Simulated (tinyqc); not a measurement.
# Band bending at a free surface with one surface level, surface photovoltage and Kelvin probe: several studies

n-type bulk, xi = Ec - EF = Vt ln(Nc/Nd), p0 = ni^2/Nd, ni = sqrt(Nc Nv) exp(-Eg/(2 Vt)), Eg in volts. b is the upward band bending, u = b/Vt. Space charge per area, in units of q: Qc = sign(b) sqrt((2 eps0 eps_r Vt/q) [(Nd + dn)(exp(-u) - 1) + Nd u + (p0 + dn)(exp(u) - 1)]), with dn the excess density under light (flat quasi-Fermi levels; 0 in the dark). The level holds -Ns f, f = 1/(1 + exp((xi + b - Es)/Vt)). Neutrality: Qc + Qf + (charge of the states) = 0.

Inputs (values chosen for the exercise); band and dielectric values close to those of indium phosphide:
```
symbol,value,unit,meaning
T,300,K,temperature
Eg,1.32,eV,band gap
eps_r,12.3,,relative permittivity
Nc,5.81e17,cm^-3,conduction-band density of states at T
Nv,1.1e19,cm^-3,valence-band density of states at T
chi,4.35,eV,electron affinity
Nd,1.2e16,cm^-3,donor density
Qf,0,cm^-2,fixed positive charge at the surface
pt,4.88,eV,work function of the probe tip
Ns,3.5e11,cm^-2,density of an acceptor-like surface level
Es,0.36,eV,its depth below the conduction edge
```

Constants: q = 1.602176634e-19 C, kB = 1.380649e-23 J/K, Vt = kB T/q, eps0 = 8.8541878128e-14 F/cm where lengths are in cm. Results are converted to the units shown.

Each table varies one quantity; the others keep the values above.

## Pinning by the surface states

b solves the neutrality condition in the dark.

Result of one run:
```
Ns (cm^-2)   b (V)  xi + b (eV)  Qc (cm^-2)
8.1e13      0.4091       0.5094    2.500e11
```

What becomes of these results when the density of an acceptor-like surface level Ns is changed from 8.1e13 to 1.4e12 cm^-2, all else the same?

Result of the changed run:
```
Ns (cm^-2)   b (V)  xi + b (eV)  Qc (cm^-2)
1.4e12      0.3041       0.4044    2.131e11
```

The whole series:
```
Ns (cm^-2)    b (V)  xi + b (eV)  Qc (cm^-2)
2.4e10      0.01480       0.1151    2.400e10
6.7e10      0.04955       0.1499    6.698e10
1.8e11       0.1953       0.2956    1.663e11
5.1e11       0.2710       0.3713    2.000e11
1.4e12       0.3041       0.4044    2.131e11
3.9e12       0.3321       0.4324    2.235e11
1.1e13       0.3588       0.4591    2.331e11
2.9e13       0.3833       0.4836    2.415e11
8.1e13       0.4091       0.5094    2.500e11
```

b rises from 0.0148 to 0.409 V. The level is over 95 % full (Qc near Ns - Qf) in the 2 rows with xi + b more than 3 Vt short of Es = 0.36 eV. Beyond that it empties, and between the last two rows b gains only 57.8 mV a decade.

## Photovoltage against injection

Same model as above.

Under chopped light the surface charge keeps its dark value, so b falls to bL with Qc(bL, dn) = Qc(b, 0); the photovoltage is b - bL.

Result of one run:
```
dn (cm^-3)   bL (V)  photovoltage (mV)  share of b removed (%)
2e13        0.18927             65.074                  25.585
```

What becomes of these results when the excess carrier density under light dn is changed from 2e13 to 6.3e15 cm^-3, all else the same?

Result of the changed run:
```
dn (cm^-3)    bL (V)  photovoltage (mV)  share of b removed (%)
6.3e15      0.070602             183.74                  72.241
```

The whole series:
```
dn (cm^-3)    bL (V)  photovoltage (mV)  share of b removed (%)
1.2e7        0.25434          4.8440e-4               1.9045e-4
2.1e8        0.25433          0.0084743               0.0033319
3.7e9        0.25419            0.14850                0.058387
6.6e10       0.25192             2.4256                 0.95368
1.2e12       0.23307             21.272                  8.3636
2e13         0.18927             65.074                  25.585
3.6e14       0.13128             123.06                  48.385
6.3e15      0.070602             183.74                  72.241
1.1e17      0.024039             230.30                  90.548
```

The photovoltage rises from 4.84e-4 to 230 mV, towards the full b = 254 mV. Its steepest rise is 48.8 mV a decade (Vt ln 10 = 59.5 mV), and it reaches 90.5 % of b in the last row: even strong light does not flatten the bands fully, so a saturation reading understates b. For dn = 1.1e17 the injection is high, and a Dember voltage, left out here, adds to the signal.

## Kelvin-probe contrast of the doping

Same model as above.

Work function chi + xi + b; contact potential difference CPD = (work function of the sample) - pt.

Results:
```
Nd (cm^-3)   xi (eV)    b (V)  CPD (mV)
1.2e14       0.21935  0.21655   -94.095
9.1e14       0.16698  0.23857   -124.45
2.5e15       0.14085  0.24780   -141.34
7.1e15       0.11387  0.25405   -162.08
2e16        0.087096  0.25028   -192.62
5.5e16      0.060944  0.18566   -283.39
```

Estimate the missing row, Nd = 3.3e14 cm^-3.

Computed row:
```
Nd (cm^-3)  xi (eV)    b (V)  CPD (mV)
3.3e14      0.19320  0.22789   -108.91
```

With this row back in the table: xi falls by 158 mV over the table and the CPD by 189 mV; b goes from 0.217 through a maximum of 0.254 (at Nd = 7.1e15 cm^-3 among the rows listed) to 0.186 V. Between the first two rows the CPD follows 56.6 % of the change of xi, and between the last two 347 %. It is below 100 % where b rises with the doping (pinning hides it). It exceeds 100 % where b falls as the doping rises.

Numbers from tinyqc (`OMP_NUM_THREADS=1 python tinyqc.py 2430128 2430129 out.jsonl`; about 0.01 s on one thread of a shared Intel Xeon 2.30GHz).
